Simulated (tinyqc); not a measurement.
## MOS capacitor on a p-type substrate, surface potential from the exact charge relation: Capacitance-voltage curves

Uniform p-type substrate, Boltzmann statistics, full ionisation, classical densities. psi is the surface potential against the body (positive when the bands bend down) and u = psi/Vt. Traps are spread evenly over the gap and neutral at flat band, so their charge is -q Dit psi; the minority quasi-Fermi level is shifted by Vb.

ni = sqrt(Nc Nv) exp(-Eg/(2 Vt)), Eg in volts; phiF = Vt ln(N/ni); Cox = eps0 eox/tox; Vfb = phiM - chi - (Eg - Vt ln(Nv/N)) - q Nf/Cox; Q0 = sqrt(2 eps0 eps_r q N Vt); r = (ni/N)^2 exp(-Vb/Vt); VT = Vfb + [(2 phiF + Vb)(1 + q Dit/Cox) + sqrt(2 eps0 eps_r q N (2 phiF + Vb))/Cox]. u = psi/Vt; F^2 = exp(-u) + u - 1 + r (exp(u) - u - 1); Qs = -sign(u) Q0 F; Cs = -dQs/dpsi = (Q0/Vt) |1 - exp(-u) + r (exp(u) - 1)|/(2 F). psi solves Vg = Vfb + psi + (q Dit psi - Qs)/Cox. Low frequency: 1/C_LF = 1/Cox + 1/(Cs + q Dit). High frequency, in the simple estimate in which traps and minority carriers do not follow: 1/C_HF = 1/Cox + 1/Cd, Cd being Cs with r = 0 at the same psi. Deep depletion: r = 0 and Dit = 0 both in the equation for psi and in Cs. Minority sheet density N_inv = (Q0/(2 q)) int_0^u r (exp(t) - 1)/F(t) dt for u > 0. N_inv under 1 cm^-2 is printed as 0. Regimes: accumulation when majority carriers gather, then depletion up to |psi| = phiF + Vb, weak inversion up to 2 phiF + Vb, strong inversion beyond.

Inputs (values chosen for the exercise); band and dielectric values close to those of silicon:
- T = 293 K (temperature)
- Eg = 1.11 eV (band gap)
- eps_r = 11.8 (relative permittivity)
- Nc = 2.7e19 cm^-3 (conduction-band density of states at T)
- Nv = 2.53e19 cm^-3 (valence-band density of states at T)
- chi = 4.04 eV (electron affinity)
- N = 1.1e17 cm^-3 (acceptor density of the substrate)
- eox = 21.8 (relative permittivity of the gate insulator (close to hafnium oxide))
- tox = 78 nm (insulator thickness)
- phiM = 4.89 eV (gate work function)
- Nf = 0 cm^-2 (fixed charge at the interface, in units of q)
- Dit = 0 cm^-2 eV^-1 (density of interface traps)
- Vb = 0.9 V (reverse bias of the inversion layer against the body)

Constants: q = 1.602176634e-19 C, kB = 1.380649e-23 J/K, Vt = kB T/q, eps0 = 8.8541878128e-14 F/cm where lengths are in cm. Results are converted to the units shown.

Capacitance-voltage curves:

| Vg (V) | psi (V) | C_LF/Cox | C_HF/Cox | C_deep/Cox | N_inv (cm^-2) | regime |
|---|---|---|---|---|---|---|
| -1.11 | -0.1019 | 0.9498 | 0.9498 | 0.9498 | 0 | accumulation |
| -0.62 | -0.06969 | 0.9123 | 0.9123 | 0.9123 | 0 | accumulation |
| -0.14 | -0.003812 | 0.7841 | 0.7841 | 0.7841 | 0 | accumulation |
| 0.35 | 0.1738 | 0.5012 | 0.5012 | 0.5012 | 0 | depletion |
| 0.83 | 0.4483 | 0.3735 | 0.3735 | 0.3735 | 0 | depletion |
| 1.32 | 0.7724 | 0.3097 | 0.3097 | 0.3097 | 0 | depletion |
| 1.8 | 1.114 | 0.2710 | 0.2710 | 0.2710 | 0 | depletion |
| 2.29 | 1.478 | 0.2434 | 0.2434 | 0.2434 | 5.051e5 | weak inversion |
| 2.78 | 1.794 | 0.7633 | 0.2257 | 0.2228 | 1.202e11 | strong inversion |
| 3.26 | 1.845 | 0.9430 | 0.2232 | 0.2070 | 7.632e11 | strong inversion |

C_LF/Cox is lowest, 0.243, at Vg = 2.29 V (weak inversion) among the rows listed and is 0.943 in the last row, where C_HF/Cox is 0.223 and the deep-depletion value 0.207. Vfb = -0.123 V, where C_HF/Cox = 0.775 (Cox in series with eps0 eps_r/LD), and VT = 2.63 V. Over the last two rows psi moves by only 0.11 V a volt of gate bias, since the inversion charge screens the body. In strong accumulation and inversion degeneracy and confinement, left out here, lower the capacitance.

tinyqc, about 0.01 s, one thread, Intel Xeon 2.30GHz (shared host): `OMP_NUM_THREADS=1 python tinyqc.py 2060099 2060100 out.jsonl`
